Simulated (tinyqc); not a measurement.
Interfaces: Cahn-Hilliard equation on a periodic one-dimensional grid. Computed by tinyqc, a small Python program. Command: `OMP_NUM_THREADS=1 python tinyqc.py 3021714 3021715 out.jsonl cahn walk`. One thread of a shared host (Intel(R) Xeon(R) Processor @ 2.30GHz), about 0.02 s of CPU time with the checks.

Free energy F = h sum_j [A (c_j^2 - 1)^2/4 + (kappa/2) ((c_(j+1) - c_j)/h)^2]; dc/dt = Lap(mu), mu = A (c^3 - c) - kappa Lap(c), Lap(y)_j = (y_(j+1) - 2 y_j + y_(j-1))/h^2, mobility 1; the grid has n = 12 points.

Inputs (values chosen for the exercise, in reduced units):

| quantity | value | unit |
|---|---|---|
| spacing h | 1.3 | - |
| well depth A | 1.6 | - |
| gradient coefficient kappa | 0.58 | - |
| mean composition c0 | -0.13 | - |
| noise amplitude | 0.02 | - |
| time step dt | 0.34 | - |
| end time | 100 | - |

Scheme: semi-implicit Fourier.

Method:
- Start: c_j = c0 + amplitude x (z_j - mean of z).
- With Fourier components y_m = sum_j y_j exp(-2 pi i j m/n): c_m(new) = [c_m - dt lambda_m N_m]/(1 + dt kappa lambda_m^2), N = A (c^3 - c), lambda_m = (4/h^2) sin^2(pi m/n).
- Run to the end time; break off if |c| exceeds 3 or F has risen by more than 1e-9 in more than 30 steps. Domains = stretches with c > c0.
- Continuum wall between c = -1 and +1: c = tanh(x/w), w = sqrt(2 kappa/A), energy s = (2/3) sqrt(2 kappa A). With two walls per domain, the estimate of F at the end is 2 x domains x s. Volume fraction of the +1 phase by the lever rule: (1 + c0)/2.

random numbers: 0.383  -0.501  0.225  0.979  -0.457  0.320  -0.621  0.170  -0.110  -0.565  0.101  -0.189

Course:

| step | t | F | min c | max c | domains |
|---|---|---|---|---|---|
| 0 | 0.00 | 6.03052 | -0.14198 | -0.109978 | 5 |
| 6 | 2.04 | 6.02822 | -0.16502 | -0.077919 | 3 |
| 15 | 5.10 | 5.90802 | -0.35690 | 0.170669 | 3 |
| 29 | 9.86 | 4.75038 | -0.81557 | 0.776913 | 3 |
| 44 | 14.96 | 4.00606 | -0.91437 | 0.823373 | 3 |
| 59 | 20.06 | 3.68072 | -0.91118 | 0.882795 | 2 |
| 88 | 29.92 | 3.23171 | -1.00813 | 0.886447 | 2 |
| 118 | 40.12 | 3.10887 | -0.99890 | 0.904517 | 2 |
| 162 | 55.08 | 2.88441 | -0.95092 | 0.982395 | 2 |
| 206 | 70.04 | 2.88385 | -0.95316 | 0.987079 | 2 |
| 250 | 85.00 | 2.88385 | -0.95322 | 0.987152 | 2 |
| 294 | 99.96 | 2.88385 | -0.95322 | 0.987153 | 2 |

F at the end = 2.88385

wall half width w = 0.85147

wall energy s = 0.90823

estimate of F = 3.6329

volume fraction = 0.435

w/h = 0.65498

What follows from these numbers?

The run ends at F = 2.8839, 0.79 of the estimate: walls this close overlap, or the grid resolves them poorly. Caution: the half width of the wall is below the grid spacing, so the wall is barely resolved and feels the grid.
